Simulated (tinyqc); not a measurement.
A ladder of methods, and size consistency: correlation methods against full CI in the sto-6g basis, for H4, spin multiplicity 1. Computed by the program tinyqc with PySCF. 

Geometry (angstrom):
```
atom,x,y,z
H,0.0000,0.0000,0.0000
H,0.0000,0.0000,0.8930
H,0.0000,0.0000,2.4900
H,0.0000,0.0000,3.3830
```

RHF energy of one = -2.196753 hartree

All electrons correlated; +Q is the Davidson correction (1 - c0^2) E_corr. The last columns treat two copies 100 angstrom apart as one system. FCI is the lowest singlet.

Correlation energies (hartree):
```
method,E_corr of one,share of FCI (%),E_corr of two at 100 angstrom,two minus twice one (mhartree)
MP2,-0.034734,61.7064,-0.069469,0.0000
CISD,-0.055142,97.9604,-0.106197,4.0864
CISD+Q,-0.057343,101.8717,-0.113791,0.8951
CCSD,-0.056240,99.9117,-0.112480,0.0000
CCSD(T),-0.056270,99.9647,-0.112540,0.0000
FCI,-0.056290,100.0000,-,-
```

MP2 recovers 62 %, CISD 98.0 % and CCSD 99.9 % of the FCI value (c0^2 = 0.960 in CISD). MP2 and coupled cluster are size consistent, so their last column vanishes; CISD loses 4.09 mhartree, since a double excitation on each copy is a quadruple of the pair, and the Davidson correction leaves +0.90.
